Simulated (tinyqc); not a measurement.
Changing the time as a fraction of L^2/kappa, s: electromigration in a confined line: Blech product, Korhonen stress evolution and Black's law. Computed by tinyqc, a small Python program. Command: `OMP_NUM_THREADS=1 python tinyqc.py 3026330 3026331 out.jsonl emigr sweep`. One thread of a shared host (Intel(R) Xeon(R) Processor @ 2.30GHz), about 0.01 s of CPU time with the checks.

The electron wind pushes atoms from the cathode (x = 0) to the anode (x = L); blocking ends build a back stress (tension positive). The input rho is taken not to change with temperature. d sigma/dt = d/dx [kappa (d sigma/dx + G)], with zero flux at both ends and sigma = 0 at t = 0.

Inputs (values chosen for the exercise, close to those used for copper lines):
```
quantity,value,unit
resistivity rho,2.39,micro-ohm cm
atomic volume Omega,11.8,angstrom^3
effective charge number Z*,1.1,-
prefactor D0,6.2e-08,m^2/s
activation energy E,0.88,eV
effective modulus B,24,GPa
critical stress sigma_c,120,MPa
current density j,0.52,MA/cm^2
line length L,17,um
test temperature T,230,C
```

Start: stress-free.

Constants: e = 1.602176634e-19 C; k_B = 8.617333262e-05 eV/K; k_B = 1.380649e-23 J/K.

Method:
- G = Z* e rho j/Omega; D = D0 exp(-E/(k_B T)); kappa = D B Omega/(k_B T); drift velocity of an unconfined line v = D Z* e rho j/(k_B T). SI: 1 micro-ohm cm = 1e-8 ohm m, 1 MA/cm^2 = 1e10 A/m^2.
- Temperatures in kelvin are T(C) + 273.15.
- At steady state sigma(x) = G (L/2 - x). A void forms only if the cathode stress reaches sigma_c, that is if j L exceeds (j L)_c = 2 Omega (sigma_c)/(Z* e rho). Time scale tau = L^2/kappa.
- sigma(x, t) = G L [1/2 - x/L - 4 sum_(m odd) cos(m pi x/L) exp(-m^2 pi^2 s)/(m pi)^2], s = t/tau, summed to m = 399.
- The terms at x = 0 are 4 exp(-m^2 pi^2 s)/(m pi)^2; tau = L^2/kappa.

One run for each value:
```
"time as a fraction of L^2/kappa, s",cathode stress at time s (MPa),time t (h)
0.002,1.59,4.144e-02
0.0043,2.33,8.909e-02
0.0095,3.47,1.968e-01
0.021,5.16,4.351e-01
0.045,7.55,9.324e-01
0.097,10.87,2.010e+00
0.21,14.17,4.351e+00
0.46,15.64,9.531e+00
1,15.78,2.072e+01
```

Describe and explain the trends.

Over the rows, cathode stress at time s (MPa) rises from 1.59 to 15.8 (exponent d ln y / d ln x 0.50 between the first rows and 0.011 between the last); time t (h) rises from 0.0414 to 20.7 (exponent d ln y / d ln x about 1.0 throughout). At the low end the exponent of cathode stress at time s is 0.50, close to 0.50: the semi-infinite law. The part added by the current grows as 2 G L sqrt(s/pi) at first and levels off at G L/2 once s passes about 0.3.
